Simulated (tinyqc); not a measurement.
Two-dimensional electron gas with Rashba and Dresselhaus coupling: one step. The two wave vectors at the energy E0 along this direction. Two cases, with inputs chosen for the exercise.

Question. Solve c k^2/m -/+ |B(k)| = E0. The spin turns by (k_outer - k_inner) per length, so a half turn takes pi/(difference).

H = c k^2/m + al (ky sx - kx sy) + b1 (kx sx - ky sy) + gam kx ky (kx sy - ky sx), s the Pauli matrices, x = [100], c = hbar^2/2m0, b1 = gam (pi/L)^2 (hard walls). H = c k^2/m + B.s, so E = c k^2/m -/+ |B| and the lower state has its spin along -B.

Constants: hbar^2/2m0 = 3.80998211 eV angstrom^2.

Give: k; difference; length of a half turn.

Case 1.

Values chosen (of the size met in InSb; the results hold for these values, not for the real material): m = 0.013 m0 (mass); al = 0.4 eV angstrom (Rashba constant); gam = 288.1 eV angstrom^3 (bulk Dresselhaus constant); L = 82 angstrom (width of the (001) well); phi = 30 degrees (angle of k from [100]).

E0 = 178.62045 meV

Answer.

k (1/angstrom): outer 0.025936, inner 0.023475

difference = 0.002461 1/angstrom
length of a half turn = 127.7 nm

For linear terms alone the difference is (m/c)|B|/k, whatever the energy: every electron along this direction turns alike, the basis of the spin transistor. The cubic term makes it depend on density.

Case 2.

Values chosen (of the size met in GaN; the results hold for these values, not for the real material): m = 0.2039 m0 (mass); al = 0.006 eV angstrom (Rashba constant); gam = 0 eV angstrom^3 (bulk Dresselhaus constant); L = 140 angstrom (width of the (001) well); phi = 60 degrees (angle of k from [100]).

E0 = 15.26261 meV

Answer.

k (1/angstrom): outer 0.028741, inner 0.028420

difference = 0.0003211 1/angstrom
length of a half turn = 978.4 nm

For linear terms alone the difference is (m/c)|B|/k, whatever the energy: every electron along this direction turns alike, the basis of the spin transistor.

Computed by tinyqc, one run a case: `OMP_NUM_THREADS=1 python tinyqc.py N N+1 out.jsonl` with N = 1482179, 1482294; one thread of a shared Intel(R) Xeon(R) Processor @ 2.30GHz, about 0.01 s a run at most.
